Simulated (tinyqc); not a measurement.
Self-heating of a transistor with one or more fingers, with temperature-dependent conductivity: one step, computed by the program tinyqc. Command: `OMP_NUM_THREADS=1 python tinyqc.py 3011013 3011014 out.jsonl selfheat walk`. One thread of a shared host (Intel(R) Xeon(R) Processor @ 2.30GHz), about 0.08 s of CPU time with the checks.

N long parallel fingers lie on the top face of a slab whose bottom is held at T_0; the top is otherwise insulated, and heat flows in two dimensions. P in W/mm is 1000 P in W/m.

Task: Correction for the falling conductivity. Kirchhoff transformation for kappa = kappa_0 (T/T_0)^-m: T = T_0 [1 - (m - 1) theta/T_0]^(-1/(m - 1)), where theta is the linear rise. The bracket vanishes at the power P T_0/((m - 1) theta).

Inputs (values chosen for the exercise, modelled on silicon): exponent m in kappa ~ T^-m = 1.26; base temperature T_0 = 358 K; power per gate width P = 3.9 W/mm.

Power: fixed power.

largest theta = 228.1757 K

Give: peak temperature; true rise; true rise / linear rise; power at which the formula diverges.

Result:

peak temperature = 718.7 K

true rise = 360.7 K

true rise / linear rise = 1.581

power at which the formula diverges = 23.53 W/mm

The falling conductivity adds 58.1 % to the rise. Caution: above about 700 K a single power law for kappa and the device itself are out of range.
